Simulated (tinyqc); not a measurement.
Inputs raised by 10 %, one at a time: Raman shift of the zone-centre optical phonon of a diamond-structure crystal under stress. Computed by tinyqc, a small Python program. Command: `OMP_NUM_THREADS=1 python tinyqc.py 3019964 3019965 out.jsonl ramanstress sens`. One thread of a shared host (Intel(R) Xeon(R) Processor @ 2.30GHz), about 0.02 s of CPU time with the checks.

Axes x, y, z are the cube axes. Strain shifts the threefold optical mode and can split it; p, q and r are the phonon deformation potentials.

Inputs (values chosen for the exercise, modelled on silicon):

| quantity | value | unit |
|---|---|---|
| unstrained frequency omega_0 | 520.2 | 1/cm |
| p/omega_0^2 | -1.89 | - |
| q/omega_0^2 | -2.37 | - |
| r/omega_0^2 | -0.737 | - |
| C11 | 164.9 | GPa |
| C12 | 64.53 | GPa |
| C44 | 78.48 | GPa |
| stress sigma (tension positive) | 3 | GPa |
| polarisation angle phi | 30 | degree |
| temperature coefficient d omega/dT | -0.023 | 1/(cm K) |
| local temperature T | 360 | K |
| laser wavelength | 632.8 | nm |

Stress state: biaxial. Axis: [001].

Constants: h = 6.62607015e-34 J s; c = 299792458 m/s; k_B = 1.380649e-23 J/K.

Method:
- S11 = (C11 + C12)/D, S12 = -C12/D, D = (C11 - C12)(C11 + 2 C12), S44 = 1/C44.
- Equal biaxial stress in the plane normal to the axis (unit vector n): sigma_ij = sigma (delta_ij - n_i n_j).
- eps_xx = S11 sigma_xx + S12 (sigma_yy + sigma_zz), and cyclic; eps_xy = S44 sigma_xy/2 (tensor strain).
- Secular matrix: M_xx = p eps_xx + q (eps_yy + eps_zz), M_xy = 2 r eps_xy; its eigenvalues are omega^2 - omega_0^2, and the shifts are these over 2 omega_0.
- gamma = -(p + 2q)/(6 omega_0^2); the mean of the three shifts is -gamma omega_0 x (volume strain).
- Backscattering from a (001) surface: incident polarisation (cos phi, sin phi, 0). With Raman tensors (R_z)_xy = (R_z)_yx = 1 and cyclic, only the z component u_z of a mode counts: I = u_z^2 sin^2(2 phi) for parallel and u_z^2 cos^2(2 phi) for crossed polarisers. An unresolved line sits at the intensity-weighted shift, which is M_zz/(2 omega_0).
- A temperature above 300 K shifts the line by (d omega/dT)(T - 300 K); divided by the shift per stress it poses as a stress; the total shift adds it to the shift of the observed line. The anti-Stokes to Stokes ratio is [(omega_L + omega_0)/(omega_L - omega_0)]^3 exp(-h c omega_0/(k_B T)) in photon counts, omega_L = 1/wavelength, resonance effects left out.

Runs:

| input moved | from | to | mean shift (1/cm) | shift per stress (1/(cm GPa)) | volume strain (per mille) | anti-Stokes/Stokes ratio |
|---|---|---|---|---|---|---|
| base run | - | - | -11.73 | -4.740 | 20.41 | 0.1524 |
| unstrained frequency omega_0 (1/cm) | 520.2 | 572.22 | -12.91 | -5.214 | 20.41 | 0.1262 |
| q/omega_0^2 | -2.37 | -2.607 | -12.57 | -5.429 | 20.41 | 0.1524 |
| r/omega_0^2 | -0.737 | -0.8107 | -11.73 | -4.740 | 20.41 | 0.1524 |
| C11 (GPa) | 164.9 | 181.39 | -11.11 | -4.415 | 19.33 | 0.1524 |
| C12 (GPa) | 64.53 | 70.983 | -11.24 | -4.633 | 19.55 | 0.1524 |
| stress sigma (tension positive) (GPa) | 3 | 3.3 | -12.91 | -4.740 | 22.45 | 0.1524 |
| local temperature T (K) | 360 | 396 | -11.73 | -4.740 | 20.41 | 0.1841 |

Exponents ln(y'/y) / ln(x'/x):

| input | mean shift | shift per stress | volume strain | anti-Stokes/Stokes ratio |
|---|---|---|---|---|
| unstrained frequency omega_0 | 1.000 | 1.000 | 0.000 | -1.974 |
| q/omega_0^2 | 0.725 | 1.424 | 0.000 | 0.000 |
| r/omega_0^2 | 0.000 | 0.000 | 0.000 | 0.000 |
| C11 | -0.573 | -0.745 | -0.573 | 0.000 |
| C12 | -0.451 | -0.241 | -0.451 | 0.000 |
| stress sigma (tension positive) | 1.000 | 0.000 | 1.000 | 0.000 |
| local temperature T | 0.000 | 0.000 | 0.000 | 1.983 |

Among the inputs moved here: mean shift answers most in size to unstrained frequency omega_0 (exponent +1.000), and about equally to stress sigma (tension positive) (+1.000); its exponent is below 0.0005 for r/omega_0^2, local temperature T. shift per stress answers most in size to q/omega_0^2 (exponent +1.424), next to unstrained frequency omega_0 (+1.000); its exponent is below 0.0005 for r/omega_0^2, stress sigma (tension positive), local temperature T. volume strain answers most in size to stress sigma (tension positive) (exponent +1.000), next to C11 (-0.573); its exponent is below 0.0005 for unstrained frequency omega_0, q/omega_0^2, r/omega_0^2, local temperature T. anti-Stokes/Stokes ratio answers most in size to local temperature T (exponent +1.983), and about equally to unstrained frequency omega_0 (-1.974); its exponent is below 0.0005 for q/omega_0^2, r/omega_0^2, C11, C12, stress sigma (tension positive).

Caution (all rows): strains above about 1 % call for terms beyond linear order.
